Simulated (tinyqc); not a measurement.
Ion implantation: universal nuclear stopping, Lindhard-Scharff electronic stopping and a Gaussian range profile: one step, computed by the program tinyqc. Command: `OMP_NUM_THREADS=1 python tinyqc.py 3022252 3022253 out.jsonl implant walk`. One thread of a shared host (Intel(R) Xeon(R) Processor @ 2.30GHz), about 0.08 s of CPU time with the checks.

An ion slows by elastic collisions with screened nuclei and by friction with electrons; channelling is ignored and the target is uniform.

Question. Gaussian profile. C(x) = C_p exp(-(x - R_p)^2/(2 dR_p^2)) with C_p = Q/(sqrt(2 pi) dR_p), 1 nm = 1e-7 cm; the profile falls to the background at x_j = R_p + dR_p sqrt(2 ln(C_p/C_B)); the peak atomic fraction is C_p/N.

Inputs (values chosen for the exercise, modelled on carbon ions in aluminium): target density N = 60.2 1/nm^3; dose Q = 1.6e+12 1/cm^2; background C_B = 4.1e+15 1/cm^3.

straggle dR_p = 4.552720 nm

projected range R_p = 14.79423 nm

Give: peak concentration C_p; depth x_j where C falls to C_B; peak atomic fraction.

Answer.

peak concentration C_p = 1.402e+18 1/cm^3

Depth x_j where C falls to C_B = 30.35 nm

peak atomic fraction = 2.329e-05
